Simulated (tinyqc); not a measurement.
Worked calculation: RHF in the sto-3g basis, for B+, spin multiplicity 1. This run ends on a higher stationary point, not on the lowest solution. One step of it, computed by the program tinyqc.

Question. Iteration 2: building the Fock matrix. J_ij = sum D_kl (ij|kl), K_ij = sum D_kl (ik|jl); F = H + J - 0.5 K; E = tr D H + tr D J / 2 - 0.25 tr D K + E_nn.

D after iteration 1, order 1B 1s, 1B 2s, 1B 2px, 1B 2py, 1B 2pz:
$$\begin{pmatrix}
1.964592 & 0.061983 & 0.000000 & 0.000000 & 0.000000 \\
0.061983 & 0.002021 & 0.000000 & 0.000000 & 0.000000 \\
0.000000 & 0.000000 & 2.000000 & 0.000000 & 0.000000 \\
0.000000 & 0.000000 & 0.000000 & 0.000000 & 0.000000 \\
0.000000 & 0.000000 & 0.000000 & 0.000000 & 0.000000
\end{pmatrix}$$

core Hamiltonian H = T + V (hartree), order 1B 1s, 1B 2s, 1B 2px, 1B 2py, 1B 2pz:
$$\begin{pmatrix}
-12.321086 & -3.187330 & 0.000000 & 0.000000 & 0.000000 \\
-3.187330 & -3.412465 & 0.000000 & 0.000000 & 0.000000 \\
0.000000 & 0.000000 & -2.617559 & 0.000000 & 0.000000 \\
0.000000 & 0.000000 & 0.000000 & -2.617559 & 0.000000 \\
0.000000 & 0.000000 & 0.000000 & 0.000000 & -2.617559
\end{pmatrix}$$

Two-electron integrals (ij|kl) in chemists' order, unique and non-zero (hartree):
```
(11|11) 2.923513   (21|11) 0.518376   (21|21) 0.109262   (22|11) 0.744229
(22|21) 0.193177   (22|22) 0.544804   (31|31) 0.020264   (32|31) 0.029996
(32|32) 0.120346   (33|11) 0.742491   (33|21) 0.193240   (33|22) 0.544682
(33|33) 0.586773   (41|41) 0.020264   (42|41) 0.029996   (42|42) 0.120346
(43|43) 0.031630   (44|11) 0.742491   (44|21) 0.193240   (44|22) 0.544682
(44|33) 0.523513   (44|44) 0.586773   (51|51) 0.020264   (52|51) 0.029996
(52|52) 0.120346   (53|53) 0.031630   (54|54) 0.031630   (55|11) 0.742491
(55|21) 0.193240   (55|22) 0.544682   (55|33) 0.523513   (55|44) 0.523513
(55|55) 0.586773
```

nuclear repulsion = 0 hartree

Give: Coulomb J; exchange K; Fock matrix F; total energy of this density.

Answer.

Coulomb J (hartree), order 1B 1s, 1B 2s, 1B 2px, 1B 2py, 1B 2pz:
$$\begin{pmatrix}
7.2943 & 1.4188 & 0.0000 & 0.0000 & 0.0000 \\
1.4188 & 2.5765 & 0.0000 & 0.0000 & 0.0000 \\
0.0000 & 0.0000 & 2.6573 & 0.0000 & 0.0000 \\
0.0000 & 0.0000 & 0.0000 & 2.5308 & 0.0000 \\
0.0000 & 0.0000 & 0.0000 & 0.0000 & 2.5308
\end{pmatrix}$$

exchange K (hartree), order 1B 1s, 1B 2s, 1B 2px, 1B 2py, 1B 2pz:
$$\begin{pmatrix}
5.8485 & 1.1317 & 0.0000 & 0.0000 & 0.0000 \\
1.1317 & 0.4804 & 0.0000 & 0.0000 & 0.0000 \\
0.0000 & 0.0000 & 1.2173 & 0.0000 & 0.0000 \\
0.0000 & 0.0000 & 0.0000 & 0.1070 & 0.0000 \\
0.0000 & 0.0000 & 0.0000 & 0.0000 & 0.1070
\end{pmatrix}$$

Fock matrix F (hartree), order 1B 1s, 1B 2s, 1B 2px, 1B 2py, 1B 2pz:
$$\begin{pmatrix}
-7.9511 & -2.3344 & 0.0000 & 0.0000 & 0.0000 \\
-2.3344 & -1.0761 & 0.0000 & 0.0000 & 0.0000 \\
0.0000 & 0.0000 & -0.5689 & 0.0000 & 0.0000 \\
0.0000 & 0.0000 & 0.0000 & -0.1403 & 0.0000 \\
0.0000 & 0.0000 & 0.0000 & 0.0000 & -0.1403
\end{pmatrix}$$

total energy of this density = -23.446542 hartree

This density is a damped mixture and is not idempotent.
